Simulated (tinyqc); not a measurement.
Screening length from the swing.

Problem. In a simple model of a Schottky-barrier transistor a barrier thinner than d = 3.5 nm is transparent, so the effective barrier is pn - psi (1 - exp(-d/lam)) and the swing beyond flat band is Vt ln 10/(1 - exp(-d/lam)). Find the thermionic swing, lam, and the effective barrier at psi = 0.2 V.

Inputs (values chosen for the exercise):

| symbol | value | unit | meaning |
|---|---|---|---|
| T | 300 | K | temperature |
| pn | 0.33 | eV | barrier for electrons at both contacts |

Constants: q = 1.602176634e-19 C, kB = 1.380649e-23 J/K, Vt = kB T/q. Results are converted to the units shown.

swing in the tunnelling range = 62.931912 mV/decade

Solution. The ratio of the two swings is 1 - exp(-d/lam).

Vt ln 10 = 59.5 mV/decade
lam = 1.20 nm
effective barrier = 0.141 eV

Program tinyqc, `OMP_NUM_THREADS=1 python tinyqc.py 2390131 2390132 out.jsonl`; Intel Xeon 2.30GHz, shared host, one thread, about 0.6 s.
